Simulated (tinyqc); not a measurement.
Worked calculation: RKS/BP86 in the 6-31g basis, for H3-, spin multiplicity 1. The basis has no diffuse functions, so it cannot describe the extra electron: this is an exercise in the method, not the real anion. Computed by tinyqc, a small Python program that keeps every step (integrals from PySCF). Settings: charge = -1, multiplicity = 1, basis = 6-31g, energy threshold = 1e-08, iteration cap = 90, orthogonalisation = symmetric, start = random, DIIS depth = 4, DIIS from iteration = 3, method = RKS, functional = b88,p86, grid = [30, 26]. Command: `OMP_NUM_THREADS=1 python tinyqc.py 27316 27317 out.jsonl` (the two numbers bound the seeds that draw the settings). One thread of a shared host (Intel(R) Xeon(R) Processor @ 2.60GHz), about 0.4 s of CPU time with the checks. Later iterations appear only in the table of the cycle.

## One-electron integrals

Geometry (angstrom):
```
atom         x         y          z
H     0.000000  0.000000   0.000000
H     0.000000  0.000000   1.426000
H     0.000000  0.000000  -1.426000
```

Basis 6-31g: exponents (1/bohr^2) and contraction coefficients of normalised primitives:
```
element  l (shell)   exponent  coefficient
H            s (1)  18.731137     0.033495
H            s (1)   2.825394     0.234727
H            s (1)   0.640122     0.813757
H            s (2)   0.161278     1.000000
```

Overlap, kinetic and nuclear-attraction integrals over the contracted functions; the nuclear repulsion is the sum of Za Zb / Rab.

nuclear repulsion = 0.92773003 hartree

overlap S, lower triangle:
```
          1H 1s     1H 2s     2H 1s     2H 2s     3H 1s     3H 2s
1H 1s  1.000000
1H 2s  0.658292  1.000000
2H 1s  0.070841  0.253674  1.000000
2H 2s  0.253674  0.556786  0.658292  1.000000
3H 1s  0.070841  0.253674  0.000061  0.014728  1.000000
3H 2s  0.253674  0.556786  0.014728  0.096107  0.658292  1.000000
```

kinetic energy T (hartree), lower triangle:
```
           1H 1s     1H 2s      2H 1s      2H 2s     3H 1s     3H 2s
1H 1s   1.395678
1H 2s   0.259735  0.241917
2H 1s  -0.048829  0.036258   1.395678
2H 2s   0.036258  0.082113   0.259735   0.241917
3H 1s  -0.048829  0.036258  -0.000304  -0.008787  1.395678
3H 2s   0.036258  0.082113  -0.008787  -0.013055  0.259735  0.241917
```

nuclear attraction V (hartree), lower triangle:
```
           1H 1s      1H 2s      2H 1s      2H 2s      3H 1s      3H 2s
1H 1s  -2.395407
1H 2s  -1.230605  -1.360448
2H 1s  -0.123763  -0.431011  -2.209865
2H 2s  -0.458489  -0.733337  -1.108602  -1.186193
3H 1s  -0.123763  -0.431011  -0.000123  -0.024253  -2.209865
3H 2s  -0.458489  -0.733337  -0.024253  -0.130748  -1.108602  -1.186193
```

core Hamiltonian H = T + V (hartree), lower triangle:
```
           1H 1s      1H 2s      2H 1s      2H 2s      3H 1s      3H 2s
1H 1s  -0.999729
1H 2s  -0.970870  -1.118531
2H 1s  -0.172593  -0.394753  -0.814187
2H 2s  -0.422231  -0.651224  -0.848867  -0.944276
3H 1s  -0.172593  -0.394753  -0.000427  -0.033040  -0.814187
3H 2s  -0.422231  -0.651224  -0.033040  -0.143804  -0.848867  -0.944276
```

## Two-electron integrals

Functions are numbered as in S; the eight-fold symmetry (ij|kl) = (ji|kl) = (kl|ij) leaves the list below.

Two-electron integrals (ij|kl) in chemists' order, unique and non-zero (hartree):
```
(11|11) 1.076566   (21|11) 0.578470   (21|21) 0.329423   (22|11) 0.587396
(22|21) 0.361304   (22|22) 0.453150   (31|11) 0.047817   (31|21) 0.029033
(31|22) 0.035113   (31|31) 0.004522   (32|11) 0.113301   (32|21) 0.072908
(32|22) 0.100211   (32|31) 0.012960   (32|32) 0.048118   (33|11) 0.370686
(33|21) 0.243070   (33|22) 0.353352   (33|31) 0.047817   (33|32) 0.211101
(33|33) 1.076566   (41|11) 0.211101   (41|21) 0.121723   (41|22) 0.136174
(41|31) 0.012960   (41|32) 0.033448   (41|33) 0.113301   (41|41) 0.048118
(42|11) 0.280368   (42|21) 0.175640   (42|22) 0.229704   (42|31) 0.022587
(42|32) 0.073041   (42|33) 0.280368   (42|41) 0.073041   (42|42) 0.140482
(43|11) 0.243070   (43|21) 0.158727   (43|22) 0.228544   (43|31) 0.029033
(43|32) 0.121723   (43|33) 0.578470   (43|41) 0.072908   (43|42) 0.175640
(43|43) 0.329423   (44|11) 0.353352   (44|21) 0.228544   (44|22) 0.324370
(44|31) 0.035113   (44|32) 0.136174   (44|33) 0.587396   (44|41) 0.100211
(44|42) 0.229704   (44|43) 0.361304   (44|44) 0.453150   (51|11) 0.047817
(51|21) 0.029033   (51|22) 0.035113   (51|31) 0.001893   (51|32) 0.005109
(51|33) 0.017597   (51|41) 0.009282   (51|42) 0.013920   (51|43) 0.011583
(51|44) 0.017523   (51|51) 0.004522   (52|11) 0.113301   (52|21) 0.072908
(52|22) 0.100211   (52|31) 0.005109   (52|32) 0.014704   (52|33) 0.051950
(52|41) 0.023641   (52|42) 0.039306   (52|43) 0.034198   (52|44) 0.051902
(52|51) 0.012960   (52|52) 0.048118   (53|11) 0.000059   (53|21) 0.000033
(53|22) 0.000035   (53|31) 2.82e-06   (53|32) 0.000007   (53|33) 0.000023
(53|41) 0.000012   (53|42) 0.000017   (53|43) 0.000015   (53|44) 0.000021
(53|51) 2.82e-06   (53|52) 0.000007   (54|11) 0.008157   (54|21) 0.005106
(54|22) 0.006578   (54|31) 0.000350   (54|32) 0.000973   (54|33) 0.003389
(54|41) 0.001656   (54|42) 0.002620   (54|43) 0.002231   (54|44) 0.003378
(54|51) 0.000819   (54|52) 0.002645   (54|53) 4.88e-07   (54|54) 0.000157
(55|11) 0.370686   (55|21) 0.243070   (55|22) 0.353352   (55|31) 0.017597
(55|32) 0.051950   (55|33) 0.185546   (55|41) 0.079364   (55|42) 0.137323
(55|43) 0.122143   (55|44) 0.185531   (55|51) 0.047817   (55|52) 0.211101
(55|53) 0.000023   (55|54) 0.010511   (55|55) 1.076566   (61|11) 0.211101
(61|21) 0.121723   (61|22) 0.136174   (61|31) 0.009282   (61|32) 0.023641
(61|33) 0.079364   (61|41) 0.042358   (61|42) 0.060841   (61|43) 0.052125
(61|44) 0.077179   (61|51) 0.012960   (61|52) 0.033448   (61|53) 0.000012
(61|54) 0.002286   (61|55) 0.113301   (61|61) 0.048118   (62|11) 0.280368
(62|21) 0.175640   (62|22) 0.229704   (62|31) 0.013920   (62|32) 0.039306
(62|33) 0.137323   (62|41) 0.060841   (62|42) 0.100558   (62|43) 0.090164
(62|44) 0.134758   (62|51) 0.022587   (62|52) 0.073041   (62|53) 0.000017
(62|54) 0.004419   (62|55) 0.280368   (62|61) 0.073041   (62|62) 0.140482
(63|11) 0.008157   (63|21) 0.005106   (63|22) 0.006578   (63|31) 0.000819
(63|32) 0.002645   (63|33) 0.010511   (63|41) 0.002286   (63|42) 0.004419
(63|43) 0.006264   (63|44) 0.007401   (63|51) 0.000350   (63|52) 0.000973
(63|53) 4.88e-07   (63|54) 0.000066   (63|55) 0.003389   (63|61) 0.001656
(63|62) 0.002620   (63|63) 0.000157   (64|11) 0.056453   (64|21) 0.034724
(64|22) 0.043551   (64|31) 0.003375   (64|32) 0.009631   (64|33) 0.033960
(64|41) 0.013087   (64|42) 0.022076   (64|43) 0.021965   (64|44) 0.031174
(64|51) 0.003375   (64|52) 0.009631   (64|53) 3.35e-06   (64|54) 0.000632
(64|55) 0.033960   (64|61) 0.013087   (64|62) 0.022076   (64|63) 0.000632
(64|64) 0.004186   (65|11) 0.243070   (65|21) 0.158727   (65|22) 0.228544
(65|31) 0.011583   (65|32) 0.034198   (65|33) 0.122143   (65|41) 0.052125
(65|42) 0.090164   (65|43) 0.080406   (65|44) 0.122115   (65|51) 0.029033
(65|52) 0.121723   (65|53) 0.000015   (65|54) 0.006264   (65|55) 0.578470
(65|61) 0.072908   (65|62) 0.175640   (65|63) 0.002231   (65|64) 0.021965
(65|65) 0.329423   (66|11) 0.353352   (66|21) 0.228544   (66|22) 0.324370
(66|31) 0.017523   (66|32) 0.051902   (66|33) 0.185531   (66|41) 0.077179
(66|42) 0.134758   (66|43) 0.122115   (66|44) 0.185137   (66|51) 0.035113
(66|52) 0.136174   (66|53) 0.000021   (66|54) 0.007401   (66|55) 0.587396
(66|61) 0.100211   (66|62) 0.229704   (66|63) 0.003378   (66|64) 0.031174
(66|65) 0.361304   (66|66) 0.453150
```

## Orthogonalisation

S = U s U^T; symmetric (Loewdin) form X = U s^(-1/2) U^T, so that X^T S X = 1.

eigenvalues of S: 0.135139  0.306563  0.380647  1.023255  1.597269  2.557127

X, lower triangle:
```
           1H 1s      1H 2s      2H 1s     2H 2s      3H 1s     3H 2s
1H 1s   1.273139
1H 2s  -0.566521   1.789644
2H 1s   0.023411   0.033433   1.255054
2H 2s   0.054794  -0.535833  -0.503618  1.489730
3H 1s   0.023411   0.033433  -0.005856  0.002399   1.255054
3H 2s   0.054794  -0.535833   0.002399  0.153302  -0.503618  1.489730
```

## Starting guess

The start is random orthonormal orbitals; D = 2 C_occ C_occ^T.

D at the start, lower triangle:
```
           1H 1s      1H 2s      2H 1s      2H 2s      3H 1s     3H 2s
1H 1s   0.917629
1H 2s  -0.098217   2.062358
2H 1s  -0.432316   0.353044   0.249540
2H 2s  -0.505571  -0.144770   0.208451   0.297824
3H 1s  -0.215597   1.877049   0.378761  -0.060920   1.725837
3H 2s  -0.725955  -2.635923  -0.063701   0.662996  -2.281369  4.163163
```

## Iteration 1: exchange-correlation on the grid

Becke grid with 30 radial and 26 angular points per atom, points of zero weight dropped. rho = sum D_ij phi_i phi_j; V_xc,ij = sum w v_xc phi_i phi_j plus the gradient terms; v_xc is d(rho eps)/d rho at fixed gradient.

The 8 grid points with the largest w rho, of 2340 (bohr, atomic units):
```
x                  y          z         w       rho  |grad rho|^2     eps_xc       v_xc
0.000000    0.000000  -5.215847  1.493806  0.014907      0.000366  -0.231731  -0.279897
0.000000    0.000000  -4.847836  0.955760  0.021636      0.000239  -0.251630  -0.320338
0.000000    0.000000  -5.636354  2.330266  0.007827      0.000189  -0.201442  -0.222291
0.000000    1.782685  -4.477435  1.195043  0.014294      0.000327  -0.228792  -0.276413
-1.782685   0.000000  -4.477435  1.195043  0.014294      0.000327  -0.228792  -0.276413
1.782685    0.000000  -4.477435  1.195043  0.014294      0.000327  -0.228792  -0.276413
0.000000   -1.782685  -4.477435  1.195043  0.014294      0.000327  -0.228792  -0.276413
-1.522462   0.000000  -4.217212  0.764608  0.020595      0.000206  -0.247856  -0.315632
```

electrons on the grid, sum of w rho = 4.023150

E_xc = sum of w rho eps_xc = -1.28457206 hartree

V_xc (hartree), lower triangle:
```
           1H 1s      1H 2s      2H 1s      2H 2s      3H 1s      3H 2s
1H 1s  -0.514174
1H 2s  -0.253575  -0.269390
2H 1s  -0.028355  -0.103975  -0.506487
2H 2s  -0.101477  -0.163744  -0.270702  -0.277224
3H 1s  -0.021370  -0.097521  -0.000026  -0.004694  -0.554276
3H 2s  -0.085090  -0.144250  -0.005768  -0.025890  -0.277471  -0.296857
```

## Iteration 1: building the Kohn-Sham matrix

J_ij = sum D_kl (ij|kl); F = H + J + V_xc; E = tr D H + tr D J / 2 + E_xc + E_nn.

Coulomb J (hartree), lower triangle:
```
          1H 1s     1H 2s     2H 1s     2H 2s     3H 1s     3H 2s
1H 1s  1.823551
1H 2s  1.108622  1.444825
2H 1s  0.116982  0.381577  1.544730
2H 2s  0.421581  0.763733  0.941524  1.217019
3H 1s  0.122964  0.439288  0.000107  0.024926  1.911723
3H 2s  0.425387  0.818573  0.022885  0.138858  1.139061  1.436486
```

Kohn-Sham matrix F (hartree), lower triangle:
```
           1H 1s      1H 2s      2H 1s      2H 2s     3H 1s     3H 2s
1H 1s   0.309649
1H 2s  -0.115823   0.056904
2H 1s  -0.083965  -0.117151   0.224056
2H 2s  -0.102127  -0.051236  -0.178044  -0.004482
3H 1s  -0.070999  -0.052985  -0.000347  -0.012808  0.543261
3H 2s  -0.081934   0.023099  -0.015923  -0.030836  0.012724  0.195353
```

total energy of this density = 0.26030797 hartree

## Iteration 1: diagonalisation and new density

Diagonalise F' = X^T F X, C = X C', fill 2 alpha and 2 beta electrons from the bottom; D = 2 C_occ C_occ^T. Each column has its largest component positive (the first on a tie).

F' = X^T F X (hartree), lower triangle:
```
           1          2          3          4          5         6
1   0.658897
2  -0.471686   0.489125
3   0.000725  -0.053527   0.566242
4  -0.029917  -0.116971  -0.457796   0.332471
5  -0.000942  -0.046050  -0.006017   0.023010   0.881743
6  -0.030452  -0.096411   0.021305  -0.002034  -0.423840  0.495905
```

orbital energies (hartree): MO1 -0.097764, MO2 0.095613, MO3 0.288357, MO4 0.920570, MO5 1.059873, MO6 1.157735

coefficients C:
```
            MO1        MO2        MO3        MO4        MO5        MO6
1H 1s  0.197098   0.256925  -0.236236  -0.041533  -1.335610   0.051829
1H 2s  0.231816   0.590507  -0.858390  -0.382500   1.662260   0.227060
2H 1s  0.303725  -0.206388   0.089896  -1.291191   0.014389  -0.142087
2H 2s  0.535048  -0.572593   0.441388   1.317716  -0.485488   0.074272
3H 1s  0.036955   0.158006   0.201756  -0.135320   0.046135   1.320235
3H 2s  0.021526   0.265879   0.981017   0.222627  -0.510858  -1.201027
```

D after iteration 1, lower triangle:
```
           1H 1s      1H 2s      2H 1s      2H 2s     3H 1s     3H 2s
1H 1s   0.209716
1H 2s   0.394813   0.804874
2H 1s   0.013674  -0.102931   0.269689
2H 2s  -0.083314  -0.428176   0.561367   1.228278
3H 1s   0.095759   0.203740  -0.042773  -0.141401  0.052663
3H 2s   0.145107   0.323987  -0.096672  -0.281445  0.085612  0.142310
```

## Iteration 2: exchange-correlation on the grid

As before.

The 8 grid points with the largest w rho, of 2340 (bohr, atomic units):
```
x                  y         z         w       rho  |grad rho|^2     eps_xc       v_xc
0.000000    0.000000  4.240295  0.380750  0.032259      0.003195  -0.294947  -0.350959
0.000000    0.000000  4.524577  0.606957  0.019503      0.001210  -0.257208  -0.298325
0.000000    0.000000  3.990511  0.234895  0.049753      0.007334  -0.332780  -0.403509
1.545546    0.000000  2.694749  0.379296  0.029790      0.002943  -0.289536  -0.341181
0.000000   -1.545546  2.694749  0.379296  0.029790      0.002943  -0.289536  -0.341181
0.000000    1.545546  2.694749  0.379296  0.029790      0.002943  -0.289536  -0.341181
-1.545546   0.000000  2.694749  0.379296  0.029790      0.002943  -0.289536  -0.341181
1.295762    0.000000  2.694749  0.234524  0.046714      0.006974  -0.327819  -0.394559
```

electrons on the grid, sum of w rho = 4.004392

E_xc = sum of w rho eps_xc = -1.24553177 hartree

V_xc (hartree), lower triangle:
```
           1H 1s      1H 2s      2H 1s      2H 2s      3H 1s      3H 2s
1H 1s  -0.538721
1H 2s  -0.298687  -0.331376
2H 1s  -0.031180  -0.117355  -0.573611
2H 2s  -0.111475  -0.186200  -0.313977  -0.331769
3H 1s  -0.030192  -0.094306  -0.000030  -0.005752  -0.408067
3H 2s  -0.113324  -0.172178  -0.006378  -0.031848  -0.229348  -0.256115
```

## Iteration 2: building the Kohn-Sham matrix

As before.

Coulomb J (hartree), lower triangle:
```
          1H 1s     1H 2s     2H 1s     2H 2s     3H 1s     3H 2s
1H 1s  2.038952
1H 2s  1.246738  1.596621
2H 1s  0.143193  0.494238  2.085779
2H 2s  0.487328  0.919753  1.256157  1.567137
3H 1s  0.120852  0.361762  0.000120  0.022923  1.354420
3H 2s  0.462722  0.791852  0.028586  0.153446  0.854693  1.168844
```

Kohn-Sham matrix F (hartree), lower triangle:
```
           1H 1s      1H 2s      2H 1s      2H 2s      3H 1s      3H 2s
1H 1s   0.500502
1H 2s  -0.022819   0.146714
2H 1s  -0.060579  -0.017870   0.697982
2H 2s  -0.046378   0.082328   0.093313   0.291092
3H 1s  -0.081933  -0.127297  -0.000337  -0.015869   0.132167
3H 2s  -0.072833  -0.031551  -0.010832  -0.022205  -0.223522  -0.031546
```

total energy of this density = -1.42068010 hartree

## Iteration 2: diagonalisation and new density

As before.

F' = X^T F X (hartree), lower triangle:
```
           1          2          3          4          5         6
1   0.867529
2  -0.475135   0.563390
3  -0.001763  -0.037210   1.048935
4  -0.026904  -0.087020  -0.429200   0.577468
5   0.000222  -0.061932  -0.005756   0.021364   0.470383
6  -0.021065  -0.106973   0.021079  -0.007548  -0.464933  0.303043
```

orbital energies (hartree): MO1 -0.123343, MO2 0.189728, MO3 0.382438, MO4 0.858694, MO5 1.218468, MO6 1.304764

coefficients C:
```
            MO1        MO2        MO3        MO4        MO5        MO6
1H 1s  0.089763   0.241868  -0.163559   0.001393  -1.361562   0.042059
1H 2s  0.019237   0.718431  -0.945532  -0.422105   1.565918   0.243772
2H 1s  0.007846   0.132118   0.160831  -0.074556   0.036519   1.334249
2H 2s  0.022818   0.240142   1.053882   0.169256  -0.450321  -1.177395
3H 1s  0.398718  -0.133916   0.053172  -1.282321  -0.016907  -0.078265
3H 2s  0.654382  -0.418802   0.407972   1.359449  -0.410176   0.012452
```

D after iteration 2, lower triangle:
```
           1H 1s      1H 2s      2H 1s      2H 2s     3H 1s     3H 2s
1H 1s   0.133115
1H 2s   0.350985   1.033026
2H 1s   0.065319   0.190138   0.035034
2H 2s   0.120262   0.345929   0.063812   0.116378
3H 1s   0.006800  -0.177079  -0.029129  -0.046122  0.353819
3H 2s  -0.085112  -0.576584  -0.100394  -0.171280  0.633996  1.207221
```

## Iteration 11 (converged): orbitals

converged F (hartree), lower triangle:
```
           1H 1s      1H 2s      2H 1s      2H 2s      3H 1s     3H 2s
1H 1s   0.361478
1H 2s  -0.095641   0.083065
2H 1s  -0.076441  -0.079546   0.410081
2H 2s  -0.085725  -0.001282  -0.072458   0.109738
3H 1s  -0.076441  -0.079546  -0.000344  -0.014102   0.410084
3H 2s  -0.085725  -0.001282  -0.014102  -0.028322  -0.072456  0.109739
```

As before.

F' = X^T F X (hartree), lower triangle:
```
           1          2          3          4          5         6
1   0.722377
2  -0.482710   0.517445
3  -0.000136  -0.048681   0.756375
4  -0.030360  -0.103295  -0.446870   0.426788
5  -0.000136  -0.048681  -0.005975   0.021641   0.756378
6  -0.030360  -0.103295   0.021641  -0.003811  -0.446869  0.426789
```

orbital energies (hartree): MO1 -0.020386, MO2 0.099467, MO3 0.270989, MO4 1.043689, MO5 1.093483, MO6 1.118908

coefficients C:
```
            MO1        MO2        MO3        MO4        MO5        MO6
1H 1s  0.253332  -0.000002   0.279135   0.038079  -0.000003  -1.343647
1H 2s  0.369957  -0.000005   1.040522  -0.554588   0.000013   1.604095
2H 1s  0.153632   0.222409  -0.148201  -0.927676  -0.934598  -0.037522
2H 2s  0.268621   0.565192  -0.749437   0.980225   0.837600  -0.413379
3H 1s  0.153629  -0.222409  -0.148202  -0.927640   0.934634  -0.037525
3H 2s  0.268615  -0.565190  -0.749441   0.980192  -0.837638  -0.413377
```

D after iteration 11, lower triangle:
```
          1H 1s     1H 2s      2H 1s      2H 2s     3H 1s     3H 2s
1H 1s  0.128354
1H 2s  0.187444  0.273736
2H 1s  0.077839  0.113672   0.146137
2H 2s  0.136098  0.198750   0.333945   0.783199
3H 1s  0.077839  0.113674  -0.051727  -0.168872  0.146135
3H 2s  0.136100  0.198758  -0.168871  -0.494571  0.333941  0.783189
```

## Convergence

Stop when the energy changes by less than 1e-08 hartree and every element of the error matrix X^T (F D S - S D F) X is below 3e-05.

Course of the cycle:
```
iteration  E (hartree)     change  largest element of the error matrix
1           0.26030797          -                             5.86e-01
2          -1.42068010  -1.68e+00                             2.30e-01
3          -1.36234288   5.83e-02                             3.44e-01
4          -1.25897652   1.03e-01                             3.73e-01
5          -1.63099976  -3.72e-01                             7.14e-02
6          -1.64581197  -1.48e-02                             2.56e-02
7          -1.64845424  -2.64e-03                             3.35e-03
8          -1.64848258  -2.83e-05                             4.06e-04
9          -1.64848342  -8.40e-07                             9.46e-05
10         -1.64848346  -4.41e-08                             1.65e-05
11         -1.64848346  -1.10e-09                             1.74e-06
```

PySCF RKS in the same basis, fine grid = -1.64746905 hartree

Converged in 11 iterations. The coarse grid moves the energy by -1.01e-03 hartree.

## Populations, bond orders and dipole

Mulliken: Z minus the diagonal of D S on the atom; Loewdin: the same with S^(1/2) D S^(1/2); Mayer order: 2 sum_s sum (D(s) S)_ij (D(s) S)_ji over the two atoms.

Charges (e):
```
atom   Mulliken    Loewdin
1H    -0.007954  -0.005240
2H    -0.496029  -0.497385
3H    -0.496018  -0.497375
```

Mayer bond orders:
```
pair     order
2-1   0.499963
3-1   0.499974
3-2   0.232376
```

dipole moment about the origin, x y z (debye): 0.000000  0.000000  -0.000076
